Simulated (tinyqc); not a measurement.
# Precursor delivery and alloy composition in metal-organic vapour-phase epitaxy, step by step

A worked calculation. Computed by tinyqc, a small Python program that keeps every step. Command: `OMP_NUM_THREADS=1 python tinyqc.py 3006345 3006346 out.jsonl movpe walk`. One thread of a shared host (Intel(R) Xeon(R) Processor @ 2.30GHz), about 0.01 s of CPU time with the checks. Intermediate numbers are printed to about 6 digits and carried at full precision; extremes and crossings named in words are read from the listed rows.

Carrier gas leaves each bubbler saturated. Group-III species cross a boundary layer and react at the surface; element 2 can also desorb. The film is (1)_(1-x) (2)_x V with a zinc-blende cell.

Inputs (values chosen for the exercise, close to those used for InGaAs from TMGa and TMIn):
```
quantity                                   value      unit
source 1: a in log10(p/torr) = a - b/T      8.07         -
source 1: b                                 1703         K
source 1: bath temperature                    -2         C
source 1: carrier flow                       6.3      sccm
source 2: a                                10.52         -
source 2: b                                 3014         K
source 2: bath temperature                    18         C
source 2: carrier flow                        62      sccm
bubbler pressure p_b                         400      torr
group-V hydride flow                         280      sccm
total flow                                    10       slm
reactor pressure p                           760      torr
diffusivity D0 at 273.15 K and 760 torr     0.42    cm^2/s
boundary layer delta                        0.57        cm
prefactor of the surface rate k_s        5.2e+13      cm/s
energy of k_s                               1.95        eV
prefactor of the loss of element 2       6.1e+16  layers/s
energy of the loss                          3.21        eV
lattice constant a                          5.75  angstrom
growth temperature T                         620         C
```

Constants: k_B = 1.380649e-23 J/K; k_B = 8.617333262e-05 eV/K.

## Molar flows

Temperatures in kelvin are T(C) + 273.15. Vapour pressure p_v = 10^(a - b/T); precursor flow = carrier flow x p_v/(p_b - p_v); 1 sccm = 44.615 micromol/min; V/III = hydride flow over the sum of both; gas share x_g = F2/(F1 + F2).

vapour pressures (torr): source 1 61.5664, source 2 1.47214

molar flows (micromol/min): F1 51.1318, F2 10.2179

V/III ratio = 203.623

gas share x_g = 0.166552

The slope of F2 with the temperature of bath 2 is b ln(10)/T^2 x p_b/(p_b - p_v) = 8.2 % per kelvin.

## Transport to the surface

Partial pressure p_i = p F_i/(44615 x total flow in slm); density n_i = p_i/(k_B T), 1 torr = 133.322 Pa; D = D0 (T/273.15)^1.75 (760/p), h = D/delta, the same for both; k_s = prefactor x exp(-energy/(k_B T)); arrival J_i = n_i/(1/h + 1/k_s); in layers per second g_i = J_i a^2/2 (two group-III sites per a^2 on (001)).

densities (1/cm^3): n1 9.41712e+14, n2 1.88187e+14

h = 5.85855 cm/s

k_s = 516.104 cm/s

arrival rates (layers/s): g1 9.01803, g2 1.80211

Growth is transport-limited.

## Composition and growth rate

Loss of element 2 is r x with r = prefactor x exp(-energy/(k_B T)). Then x = (g2 - r x)/(g1 + g2 - r x), or r x^2 - (g1 + g2 + r) x + g2 = 0, smaller root; growth rate G = g1/(1 - x) layers/s; one layer is a/2 thick, 1 angstrom/s = 0.36 um/h. Distribution coefficient = [x/(1 - x)]/[x_g/(1 - x_g)], x_g = g2/(g1 + g2).

loss rate r = 0.0470176 layers/s

solid share x = 0.165950

growth rate G = 11.1908 um/h

distribution coefficient = 0.995670

Desorption is negligible, so the solid copies the gas. Caution: the lattice constant is held fixed as x changes, delta does not respond to the flow, both precursors share one D and k_s, and gas-phase side reactions are left out.

## Three regimes over temperature

The formulas are those given above.

Growth:
```
T (C)        k_s/h  r (layers/s)         x  G (um/h)
450    3.30170e-01   2.59533e-06  0.166551    2.3996
500    2.22226e+00   7.26014e-05  0.166550    7.0099
550    1.17833e+01   1.35500e-03  0.166532    9.8199
600    5.13007e+01   1.80872e-02  0.166314   10.9192
650    1.89416e+02   1.82343e-01  0.164308   11.5181
700    6.08553e+02   1.44973e+00  0.150632   11.8328
750    1.73672e+03   9.41199e+00  0.097908   11.5802
800    4.47705e+03   5.13304e+01  0.033642   11.2078
850    1.05696e+04   2.40700e+02  0.008601   11.3058
```

G peaks at 700 C among these rows. Between the first rows the apparent energy is 1.03 eV, against 1.95 eV for k_s, as control is already mixed; k_s passes h between 450 and 500 C, well above which G depends weakly on T until desorption sets in. Among these rows x stays within 2 % of x_g up to 650 C and then falls, to 0.0086 in the last row, as element 2 desorbs. Caution: in these rows, too, a is fixed and both precursors share one D and k_s.

Checks made by the program: balance of element 2 (relative difference below 1e-10).
